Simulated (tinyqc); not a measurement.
Speciation in dilute and buffered hydrofluoric acid, oxide etch rate and bath loading. Changing the HF added. Computed by tinyqc, a small Python program. Command: `OMP_NUM_THREADS=1 python tinyqc.py 3120140 3120141 out.jsonl hfetch sweep`. One thread of a shared host (Intel(R) Xeon(R) Processor @ 2.30GHz), about 0.01 s of CPU time with the checks.

Concentrations stand for activities, NH4+ and Cl- are spectators, and water ionisation is neglected. H, F and HF2 denote the ions H+, F- and HF2-. The base temperature is 298 K.

Inputs (values chosen for the exercise, of the order of those for thermal oxide at room temperature):
```
quantity                            value            unit
NH4F added                              0           mol/L
HCl added                             0.8           mol/L
K1 = [H][F]/[HF]                 0.000751           mol/L
K2 = [HF2]/([HF][F])                 3.39           L/mol
K3 = [H2F2]/[HF]^2                   2.91           L/mol
rate constant of neutral HF k_a        13  nm L/(min mol)
rate constant of HF2 k_b               59  nm L/(min mol)
activation energy                    0.38              eV
temperature error                    0.79               K
oxide removed per wafer                78              nm
```

Constants: k_B = 8.617333262e-05 eV/K.

Method:
- Fluoride balance: [HF] + [F] + 2 [HF2] + 2 [H2F2] = HF added + NH4F added. Acid balance: [H] + [HF] + [HF2] + 2 [H2F2] = HF added + HCl added. For a trial [H], [HF] = [H][F]/K1, and the fluoride balance is a quadratic in [F].
- The root is refined to 1e-13 in pH = -log10 [H].
- Rate = k_a ([HF] + 2 [H2F2]) + k_b [HF2], an empirical two-term form.
- Time = oxide/rate; a temperature error changes the rate by exp((E_a/k_B)(1/298 - 1/(298 + error))) - 1.

One run for each value:
```
HF added (mol/L)  etch rate (nm/min)        pH  share of HF2 in the rate (%)  [HF2] (mol/L)
0.005                     6.4943e-02  0.096907                       0.00682     7.5102e-08
0.012                     1.5588e-01  0.096904                       0.01525     4.0289e-07
0.028                     3.6376e-01  0.096897                       0.03094     1.9077e-06
0.067                     8.7065e-01  0.096879                       0.05719     8.4396e-06
0.16                      2.0798e+00  0.096841                       0.09163     3.2302e-05
0.37                      4.8112e+00  0.096762                       0.12688     1.0346e-04
0.89                      1.1577e+01  0.096580                       0.16006     3.1407e-04
5                         6.5064e+01  0.095257                       0.20500     2.2607e-03
```

Give the missing row, HF added (mol/L) = 2.1.

Computed row:
```
HF added (mol/L)  etch rate (nm/min)        pH  share of HF2 in the rate (%)  [HF2] (mol/L)
2.1                       2.7322e+01  0.096178                       0.18592     8.6097e-04
```

Interpolating between the two neighbouring rows (the first column on a logarithmic scale, the others too where they are positive) misses by up to 2.6 %. Over the rows, etch rate (nm/min) rises from 0.0649 to 65.1 (exponent d ln y / d ln x about 1.0 throughout); pH falls from 0.09691 to 0.09526; share of HF2 in the rate (%) rises from 0.00682 to 0.205 (exponent d ln y / d ln x 0.92 between the first rows and 0.11 between the last). The exponent of etch rate stays at 1: the rate follows the acid added.

Caution (all rows): at ionic strengths above about 0.5 mol/L activities differ much from concentrations, so pH and rates are only indicative.
